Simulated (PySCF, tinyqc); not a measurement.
Inside a calculation. Method: RHF in the sto-3g basis, for BeH+, spin multiplicity 1. The lowest restricted solution is unstable here: a spin-polarised one lies 0.0687 hartree lower (PySCF). Computed by tinyqc, a small Python program that keeps every step (integrals from PySCF). Settings: charge = 1, multiplicity = 1, basis = sto-3g, energy threshold = 1e-09, iteration cap = 83, orthogonalisation = canonical, start = highest core orbitals, DIIS depth = 4, damping = 0.2, method = RHF. Command: `OMP_NUM_THREADS=1 python tinyqc.py 23461 23462 out.jsonl` (the two numbers bound the seeds that draw the settings). One thread of a shared host (Intel(R) Xeon(R) Processor @ 2.60GHz), about 0.09 s of CPU time with the checks. Later iterations appear only in the table of the cycle.

## One-electron integrals

Geometry (angstrom):

| atom | x | y | z |
|---|---|---|---|
| Be | 0.000000 | 0.000000 | 0.000000 |
| H | 0.000000 | 0.000000 | 2.471000 |

Basis sto-3g: exponents (1/bohr^2) and contraction coefficients of normalised primitives:

| element | l (shell) | exponent | coefficient |
|---|---|---|---|
| Be | s (1) | 30.167871 | 0.154329 |
| Be | s (1) | 5.495115 | 0.535328 |
| Be | s (1) | 1.487193 | 0.444635 |
| Be | s (2) | 1.314833 | -0.099967 |
| Be | s (2) | 0.305539 | 0.399513 |
| Be | s (2) | 0.099371 | 0.700115 |
| Be | p (3) | 1.314833 | 0.155916 |
| Be | p (3) | 0.305539 | 0.607684 |
| Be | p (3) | 0.099371 | 0.391957 |
| H | s (1) | 3.425251 | 0.154329 |
| H | s (1) | 0.623914 | 0.535328 |
| H | s (1) | 0.168855 | 0.444635 |

Overlap, kinetic and nuclear-attraction integrals over the contracted functions; the nuclear repulsion is the sum of Za Zb / Rab.

nuclear repulsion = 0.85662033 hartree

overlap S:
```
           1Be 1s    1Be 2s   1Be 2px   1Be 2py   1Be 2pz     2H 1s
1Be 1s   1.000000  0.259517  0.000000  0.000000  0.000000  0.004854
1Be 2s   0.259517  1.000000  0.000000  0.000000  0.000000  0.128032
1Be 2px  0.000000  0.000000  1.000000  0.000000  0.000000  0.000000
1Be 2py  0.000000  0.000000  0.000000  1.000000  0.000000  0.000000
1Be 2pz  0.000000  0.000000  0.000000  0.000000  1.000000  0.186575
2H 1s    0.004854  0.128032  0.000000  0.000000  0.186575  1.000000
```

kinetic energy T (hartree):
```
            1Be 1s     1Be 2s   1Be 2px   1Be 2py   1Be 2pz      2H 1s
1Be 1s    6.693975  -0.033012  0.000000  0.000000  0.000000  -0.002953
1Be 2s   -0.033012   0.211111  0.000000  0.000000  0.000000  -0.006413
1Be 2px   0.000000   0.000000  0.660592  0.000000  0.000000   0.000000
1Be 2py   0.000000   0.000000  0.000000  0.660592  0.000000   0.000000
1Be 2pz   0.000000   0.000000  0.000000  0.000000  0.660592   0.006927
2H 1s    -0.002953  -0.006413  0.000000  0.000000  0.006927   0.760032
```

nuclear attraction V (hartree):
```
             1Be 1s     1Be 2s    1Be 2px    1Be 2py    1Be 2pz      2H 1s
1Be 1s   -14.775247  -1.954823   0.000000   0.000000  -0.005293  -0.035016
1Be 2s    -1.954823  -2.527080   0.000000   0.000000  -0.056840  -0.241932
1Be 2px    0.000000   0.000000  -2.497758   0.000000   0.000000   0.000000
1Be 2py    0.000000   0.000000   0.000000  -2.497758   0.000000   0.000000
1Be 2pz   -0.005293  -0.056840   0.000000   0.000000  -2.529824  -0.344568
2H 1s     -0.035016  -0.241932   0.000000   0.000000  -0.344568  -2.083213
```

core Hamiltonian H = T + V (hartree):
```
            1Be 1s     1Be 2s    1Be 2px    1Be 2py    1Be 2pz      2H 1s
1Be 1s   -8.081272  -1.987835   0.000000   0.000000  -0.005293  -0.037969
1Be 2s   -1.987835  -2.315969   0.000000   0.000000  -0.056840  -0.248345
1Be 2px   0.000000   0.000000  -1.837166   0.000000   0.000000   0.000000
1Be 2py   0.000000   0.000000   0.000000  -1.837166   0.000000   0.000000
1Be 2pz  -0.005293  -0.056840   0.000000   0.000000  -1.869232  -0.337640
2H 1s    -0.037969  -0.248345   0.000000   0.000000  -0.337640  -1.323181
```

## Two-electron integrals

Functions are numbered as in S; the eight-fold symmetry (ij|kl) = (ji|kl) = (kl|ij) leaves the list below.

Two-electron integrals (ij|kl) in chemists' order, unique and non-zero (hartree):
```
(11|11) 2.298831   (21|11) 0.392036   (21|21) 0.079539   (22|11) 0.570988
(22|21) 0.143041   (22|22) 0.417683   (31|31) 0.014607   (32|31) 0.021888
(32|32) 0.092265   (33|11) 0.569578   (33|21) 0.143083   (33|22) 0.417589
(33|33) 0.449859   (41|41) 0.014607   (42|41) 0.021888   (42|42) 0.092265
(43|43) 0.024249   (44|11) 0.569578   (44|21) 0.143083   (44|22) 0.417589
(44|33) 0.401360   (44|44) 0.449859   (51|51) 0.014607   (52|51) 0.021888
(52|52) 0.092265   (53|53) 0.024249   (54|54) 0.024249   (55|11) 0.569578
(55|21) 0.143083   (55|22) 0.417589   (55|33) 0.401360   (55|44) 0.401360
(55|55) 0.449859   (61|11) 0.007019   (61|21) 0.001437   (61|22) 0.002651
(61|33) 0.002629   (61|44) 0.002629   (61|51) 0.000161   (61|52) 0.000307
(61|55) 0.002698   (61|61) 0.000028   (62|11) 0.041564   (62|21) 0.010695
(62|22) 0.037567   (62|33) 0.035957   (62|44) 0.035957   (62|51) 0.001306
(62|52) 0.010179   (62|55) 0.040740   (62|61) 0.000222   (62|62) 0.007536
(63|31) 0.000581   (63|32) 0.003412   (63|53) 0.001422   (63|63) 0.000403
(64|41) 0.000581   (64|42) 0.003412   (64|54) 0.001422   (64|64) 0.000403
(65|11) 0.056196   (65|21) 0.014532   (65|22) 0.052346   (65|33) 0.049642
(65|44) 0.049642   (65|51) 0.001992   (65|52) 0.015521   (65|55) 0.057687
(65|61) 0.000306   (65|62) 0.011382   (65|65) 0.017306   (66|11) 0.214147
(66|21) 0.055572   (66|22) 0.213050   (66|33) 0.202919   (66|44) 0.202919
(66|51) 0.005288   (66|52) 0.055588   (66|55) 0.233007   (66|61) 0.001132
(66|62) 0.062731   (66|65) 0.098290   (66|66) 0.774606
```

## Orthogonalisation

S = U s U^T; canonical form X = U s^(-1/2), so that X^T S X = 1. Each column of U has its largest component positive (the first on a tie).

eigenvalues of S: 0.696619  0.839251  1.000000  1.000000  1.156032  1.308098

X:
```
                 1          2         3          4          5         6
1Be 1s   -0.666232   0.478870  0.000000   0.000000  -0.404715  0.486017
1Be 2s    0.788528  -0.285161  0.000000   0.000000  -0.252910  0.569778
1Be 2px   0.000000   0.000000  0.967922  -0.251250   0.000000  0.000000
1Be 2py   0.000000   0.000000  0.251250   0.967922   0.000000  0.000000
1Be 2pz   0.318587   0.711051  0.000000   0.000000   0.612371  0.233736
2H 1s    -0.518039  -0.612627  0.000000   0.000000   0.512125  0.385976
```

Within a degenerate level the vectors are fixed only up to a rotation; this is one choice.

## Starting guess

The start is the highest orbitals of the core Hamiltonian (a deliberately bad start); D = 2 C_occ C_occ^T.

D at the start:
```
            1Be 1s     1Be 2s   1Be 2px   1Be 2py    1Be 2pz      2H 1s
1Be 1s    0.000965  -0.004806  0.000000  0.000000  -0.007059   0.045076
1Be 2s   -0.004806   0.023941  0.000000  0.000000   0.035163  -0.224546
1Be 2px   0.000000   0.000000  1.931084  0.364806   0.000000   0.000000
1Be 2py   0.000000   0.000000  0.364806  0.068916   0.000000   0.000000
1Be 2pz  -0.007059   0.035163  0.000000  0.000000   0.051645  -0.329799
2H 1s     0.045076  -0.224546  0.000000  0.000000  -0.329799   2.106069
```

## Iteration 1: building the Fock matrix

J_ij = sum D_kl (ij|kl), K_ij = sum D_kl (ik|jl); F = H + J - 0.5 K; E = tr D H + tr D J / 2 - 0.25 tr D K + E_nn.

Coulomb J (hartree):
```
           1Be 1s    1Be 2s   1Be 2px   1Be 2py   1Be 2pz     2H 1s
1Be 1s   1.576601  0.399374  0.000000  0.000000  0.010584  0.007558
1Be 2s   0.399374  1.263459  0.000000  0.000000  0.108471  0.196795
1Be 2px  0.000000  0.000000  1.304982  0.017693  0.000000  0.000000
1Be 2py  0.000000  0.000000  0.017693  1.214669  0.000000  0.000000
1Be 2pz  0.010584  0.108471  0.000000  0.000000  1.269751  0.295001
2H 1s    0.007558  0.196795  0.000000  0.000000  0.295001  1.964951
```

exchange K (hartree):
```
            1Be 1s    1Be 2s   1Be 2px   1Be 2py    1Be 2pz      2H 1s
1Be 1s    0.030261  0.044460  0.000000  0.000000  -0.000017  -0.000855
1Be 2s    0.044460  0.191247  0.000000  0.000000   0.008855   0.073567
1Be 2px   0.000000  0.000000  0.872083  0.155265   0.000000   0.000000
1Be 2py   0.000000  0.000000  0.155265  0.079527   0.000000   0.000000
1Be 2pz  -0.000017  0.008855  0.000000  0.000000   0.065352   0.117671
2H 1s    -0.000855  0.073567  0.000000  0.000000   0.117671   1.541147
```

Fock matrix F (hartree):
```
            1Be 1s     1Be 2s    1Be 2px    1Be 2py    1Be 2pz      2H 1s
1Be 1s   -6.519802  -1.610690   0.000000   0.000000   0.005299  -0.029983
1Be 2s   -1.610690  -1.148134   0.000000   0.000000   0.047204  -0.088334
1Be 2px   0.000000   0.000000  -0.968226  -0.059940   0.000000   0.000000
1Be 2py   0.000000   0.000000  -0.059940  -0.662260   0.000000   0.000000
1Be 2pz   0.005299   0.047204   0.000000   0.000000  -0.632156  -0.101475
2H 1s    -0.029983  -0.088334   0.000000   0.000000  -0.101475  -0.128804
```

total energy of this density = -3.36787457 hartree

This density is the starting one.

## Iteration 1: diagonalisation and new density

Diagonalise F' = X^T F X, C = X C', fill 2 alpha and 2 beta electrons from the bottom; D = 2 C_occ C_occ^T; the new density keeps 0.2 of the old one (damping). Each column has its largest component positive (the first on a tie).

F' = X^T F X (hartree):
```
           1          2          3          4          5          6
1  -1.907765   1.342433   0.000000   0.000000  -1.387048   1.599623
2   1.342433  -1.456920   0.000000   0.000000   0.923950  -1.572694
3   0.000000   0.000000  -0.978065   0.022036   0.000000   0.000000
4   0.000000   0.000000   0.022036  -0.652421   0.000000   0.000000
5  -1.387048   0.923950   0.000000   0.000000  -1.787494   1.860037
6   1.599623  -1.572694   0.000000   0.000000   1.860037  -2.913229
```

orbital energies (hartree): MO1 -6.521064, MO2 -0.979549, MO3 -0.816643, MO4 -0.650937, MO5 -0.620252, MO6 -0.107449

coefficients C:
```
               MO1       MO2        MO3        MO4        MO5        MO6
1Be 1s    1.003900  0.000000  -0.246585   0.000000  -0.063061   0.024341
1Be 2s   -0.015486  0.000000   1.004747   0.000000   0.260680  -0.118288
1Be 2px   0.000000  0.982620   0.000000  -0.185629   0.000000   0.000000
1Be 2py   0.000000  0.185629   0.000000   0.982620   0.000000   0.000000
1Be 2pz  -0.001109  0.000000  -0.245910   0.000000   0.973368  -0.169716
2H 1s     0.001740  0.000000  -0.014831   0.000000  -0.026950   1.026633
```

D after iteration 1:
```
            1Be 1s     1Be 2s   1Be 2px   1Be 2py    1Be 2pz      2H 1s
1Be 1s    1.612698  -0.025835  0.000000  0.000000  -0.003192   0.011809
1Be 2s   -0.025835   0.005172  0.000000  0.000000   0.007060  -0.044952
1Be 2px   0.000000   0.000000  1.931084  0.364806   0.000000   0.000000
1Be 2py   0.000000   0.000000  0.364806  0.068916   0.000000   0.000000
1Be 2pz  -0.003192   0.007060  0.000000  0.000000   0.010331  -0.065963
2H 1s     0.011809  -0.044952  0.000000  0.000000  -0.065963   0.421219
```

## Iteration 2: building the Fock matrix

As before.

Coulomb J (hartree):
```
           1Be 1s    1Be 2s   1Be 2px   1Be 2py   1Be 2pz     2H 1s
1Be 1s   4.914275  0.937074  0.000000  0.000000  0.002067  0.016965
1Be 2s   0.937074  1.834613  0.000000  0.000000  0.021622  0.163392
1Be 2px  0.000000  0.000000  1.889600  0.017693  0.000000  0.000000
1Be 2py  0.000000  0.000000  0.017693  1.799287  0.000000  0.000000
1Be 2pz  0.002067  0.021622  0.000000  0.000000  1.807630  0.228335
2H 1s    0.016965  0.163392  0.000000  0.000000  0.228335  1.060280
```

exchange K (hartree):
```
            1Be 1s    1Be 2s   1Be 2px   1Be 2py    1Be 2pz     2H 1s
1Be 1s    3.716865  0.660067  0.000000  0.000000  -0.000882  0.011507
1Be 2s    0.660067  0.307231  0.000000  0.000000   0.001533  0.022294
1Be 2px   0.000000  0.000000  0.893229  0.155265   0.000000  0.000000
1Be 2py   0.000000  0.000000  0.155265  0.100672   0.000000  0.000000
1Be 2pz  -0.000882  0.001533  0.000000  0.000000   0.074380  0.026039
2H 1s     0.011507  0.022294  0.000000  0.000000   0.026039  0.308915
```

Fock matrix F (hartree):
```
            1Be 1s     1Be 2s    1Be 2px    1Be 2py    1Be 2pz      2H 1s
1Be 1s   -5.025430  -1.380795   0.000000   0.000000  -0.002785  -0.026758
1Be 2s   -1.380795  -0.634971   0.000000   0.000000  -0.035983  -0.096100
1Be 2px   0.000000   0.000000  -0.394180  -0.059940   0.000000   0.000000
1Be 2py   0.000000   0.000000  -0.059940  -0.088215   0.000000   0.000000
1Be 2pz  -0.002785  -0.035983   0.000000   0.000000  -0.098792  -0.122325
2H 1s    -0.026758  -0.096100   0.000000   0.000000  -0.122325  -0.417359
```

total energy of this density = -12.20753639 hartree

This density is a damped mixture and is not idempotent.

## Iteration 2: DIIS over 2 matrices

error matrix X^T (FDS - SDF) X:
```
           1          2         3         4          5          6
1   0.000000  -0.036420  0.000000  0.000000   0.083299  -0.197965
2   0.036420   0.000000  0.000000  0.000000  -0.070952   0.077265
3   0.000000   0.000000  0.000000  0.000000   0.000000   0.000000
4   0.000000   0.000000  0.000000  0.000000   0.000000   0.000000
5  -0.083299   0.070952  0.000000  0.000000   0.000000  -0.032594
6   0.197965  -0.077265  0.000000  0.000000   0.032594   0.000000
```

B (overlaps of the stored error matrices):
```
               1              2
1  4.0489383e-04  9.8569022e-04
2  9.8569022e-04  1.1904375e-01
```

Minimise |sum c_i e_i|^2 with sum c_i = 1: solve [B -1; -1 0][c; lambda] = [0; -1] with B_ij = tr e_i^T e_j, and take F = sum c_i F_i.

DIIS coefficients: 1.004944  -0.004944

extrapolated F (hartree):
```
            1Be 1s     1Be 2s    1Be 2px    1Be 2py    1Be 2pz      2H 1s
1Be 1s   -6.527190  -1.611827   0.000000   0.000000   0.005339  -0.029999
1Be 2s   -1.611827  -1.150671   0.000000   0.000000   0.047616  -0.088295
1Be 2px   0.000000   0.000000  -0.971064  -0.059940   0.000000   0.000000
1Be 2py   0.000000   0.000000  -0.059940  -0.665098   0.000000   0.000000
1Be 2pz   0.005339   0.047616   0.000000   0.000000  -0.634793  -0.101372
2H 1s    -0.029999  -0.088295   0.000000   0.000000  -0.101372  -0.127377
```

## Iteration 2: diagonalisation and new density

As before.

F' = X^T F X (hartree):
```
           1          2          3          4          5          6
1  -1.911199   1.344678   0.000000   0.000000  -1.389105   1.600549
2   1.344678  -1.459515   0.000000   0.000000   0.923455  -1.574774
3   0.000000   0.000000  -0.980903   0.022036   0.000000   0.000000
4   0.000000   0.000000   0.022036  -0.655259   0.000000   0.000000
5  -1.389105   0.923455   0.000000   0.000000  -1.789800   1.862332
6   1.600549  -1.574774   0.000000   0.000000   1.862332  -2.916210
```

orbital energies (hartree): MO1 -6.528475, MO2 -0.982387, MO3 -0.819449, MO4 -0.653775, MO5 -0.622716, MO6 -0.106084

coefficients C:
```
               MO1       MO2        MO3        MO4        MO5        MO6
1Be 1s    1.003933  0.000000  -0.246348   0.000000  -0.063502   0.024227
1Be 2s   -0.015621  0.000000   1.004283   0.000000   0.262648  -0.117864
1Be 2px   0.000000  0.982620   0.000000  -0.185629   0.000000   0.000000
1Be 2py   0.000000  0.185629   0.000000   0.982620   0.000000   0.000000
1Be 2pz  -0.001116  0.000000  -0.247674   0.000000   0.973085  -0.168774
2H 1s     0.001754  0.000000  -0.014944   0.000000  -0.028012   1.026603
```

D after iteration 2:
```
            1Be 1s     1Be 2s   1Be 2px   1Be 2py    1Be 2pz      2H 1s
1Be 1s    1.935151  -0.030259  0.000000  0.000000  -0.002430   0.005179
1Be 2s   -0.030259   0.001425  0.000000  0.000000   0.001440  -0.009034
1Be 2px   0.000000   0.000000  1.931084  0.364806   0.000000   0.000000
1Be 2py   0.000000   0.000000  0.364806  0.068916   0.000000   0.000000
1Be 2pz  -0.002430   0.001440  0.000000  0.000000   0.002068  -0.013196
2H 1s     0.005179  -0.009034  0.000000  0.000000  -0.013196   0.084249
```

## Iteration 23 (converged): orbitals

converged F (hartree):
```
            1Be 1s     1Be 2s    1Be 2px    1Be 2py    1Be 2pz      2H 1s
1Be 1s   -4.928314  -1.384032   0.000000   0.000000   0.011643  -0.025160
1Be 2s   -1.384032  -0.819429   0.000000   0.000000  -0.054679  -0.200598
1Be 2px   0.000000   0.000000  -0.090885   0.000000   0.000000   0.000000
1Be 2py   0.000000   0.000000   0.000000  -0.090885   0.000000   0.000000
1Be 2pz   0.011643  -0.054679   0.000000   0.000000  -0.131873  -0.168277
2H 1s    -0.025160  -0.200598   0.000000   0.000000  -0.168277  -0.346249
```

Diagonalise F' = X^T F X, C = X C', fill 2 alpha and 2 beta electrons from the bottom; D = 2 C_occ C_occ^T. Each column has its largest component positive (the first on a tie).

F' = X^T F X (hartree):
```
           1          2          3          4          5          6
1  -1.179487   0.959902   0.000000   0.000000  -0.997113   1.272647
2   0.959902  -0.894027   0.000000   0.000000   0.962245  -1.080059
3   0.000000   0.000000  -0.090885   0.000000   0.000000   0.000000
4   0.000000   0.000000   0.000000  -0.090885   0.000000   0.000000
5  -0.997113   0.962245   0.000000   0.000000  -1.315222   1.374748
6   1.272647  -1.080059   0.000000   0.000000   1.374748  -2.395433
```

orbital energies (hartree): MO1 -4.930999, MO2 -0.560152, MO3 -0.251959, MO4 -0.090885, MO5 -0.090885, MO6 -0.041059

coefficients C:
```
               MO1        MO2        MO3       MO4        MO5        MO6
1Be 1s    0.993126  -0.225193   0.187146  0.000000   0.000000  -0.033970
1Be 2s    0.025372   0.786713  -0.672861  0.000000   0.000000   0.139284
1Be 2px   0.000000   0.000000   0.000000  0.982579  -0.185848   0.000000
1Be 2py   0.000000   0.000000   0.000000  0.185848   0.982579   0.000000
1Be 2pz  -0.001836   0.181686   0.365677  0.000000   0.000000   0.932732
2H 1s    -0.001817   0.504549   0.683469  0.000000   0.000000  -0.577255
```

D after iteration 23:
```
            1Be 1s     1Be 2s   1Be 2px   1Be 2py    1Be 2pz      2H 1s
1Be 1s    2.074023  -0.303930  0.000000  0.000000  -0.085475  -0.230852
1Be 2s   -0.303930   1.239123  0.000000  0.000000   0.285777   0.793778
1Be 2px   0.000000   0.000000  0.000000  0.000000   0.000000   0.000000
1Be 2py   0.000000   0.000000  0.000000  0.000000   0.000000   0.000000
1Be 2pz  -0.085475   0.285777  0.000000  0.000000   0.066027   0.183346
2H 1s    -0.230852   0.793778  0.000000  0.000000   0.183346   0.509145
```

Within a degenerate level the vectors are fixed only up to a rotation; this is one choice.

## Convergence

Stop when the energy changes by less than 1e-09 hartree and every element of the error matrix X^T (F D S - S D F) X is below 9e-06.

Course of the cycle:

| iteration | E (hartree) | change | largest element of the error matrix |
|---|---|---|---|
| 1 | -3.36787457 | - | 8.06e-03 |
| 2 | -12.20753639 | -8.84e+00 | 1.98e-01 |
| 3 | -13.63411702 | -1.43e+00 | 2.63e-01 |
| 4 | -13.90481152 | -2.71e-01 | 2.84e-01 |
| 5 | -13.96733441 | -6.25e-02 | 2.04e-01 |
| 6 | -13.98389526 | -1.66e-02 | 1.25e-01 |
| 7 | -14.13122807 | -1.47e-01 | 1.34e-01 |
| 8 | -14.10630977 | 2.49e-02 | 2.06e-01 |
| 9 | -14.11796484 | -1.17e-02 | 2.27e-01 |
| 10 | -14.44295806 | -3.25e-01 | 3.30e-02 |
| 11 | -14.49612210 | -5.32e-02 | 1.63e-02 |
| 12 | -14.50730957 | -1.12e-02 | 8.44e-03 |
| 13 | -14.50964500 | -2.34e-03 | 2.09e-03 |
| 14 | -14.51012082 | -4.76e-04 | 4.53e-04 |
| 15 | -14.51021703 | -9.62e-05 | 8.97e-05 |
| 16 | -14.51023637 | -1.93e-05 | 1.85e-05 |
| 17 | -14.51024024 | -3.87e-06 | 3.69e-06 |
| 18 | -14.51024101 | -7.74e-07 | 7.38e-07 |
| 19 | -14.51024117 | -1.55e-07 | 1.48e-07 |
| 20 | -14.51024120 | -3.10e-08 | 2.95e-08 |
| 21 | -14.51024120 | -6.19e-09 | 5.91e-09 |
| 22 | -14.51024120 | -1.24e-09 | 1.18e-09 |
| 23 | -14.51024120 | -2.48e-10 | 2.36e-10 |

PySCF RHF in the same basis = -14.51024120 hartree

Converged in 23 iterations.

## Populations, bond orders and dipole

Mulliken: Z minus the diagonal of D S on the atom; Loewdin: the same with S^(1/2) D S^(1/2); Mayer order: 2 sum_s sum (D(s) S)_ij (D(s) S)_ji over the two atoms.

Charges (e):

| atom | Mulliken | Loewdin |
|---|---|---|
| 1Be | 0.643862 | 0.649222 |
| 2H | 0.356138 | 0.350778 |

Mayer bond orders:

| pair | order |
|---|---|
| 2-1 | 0.873165 |

dipole moment about the origin, x y z (debye): 0.000000  0.000000  1.850953
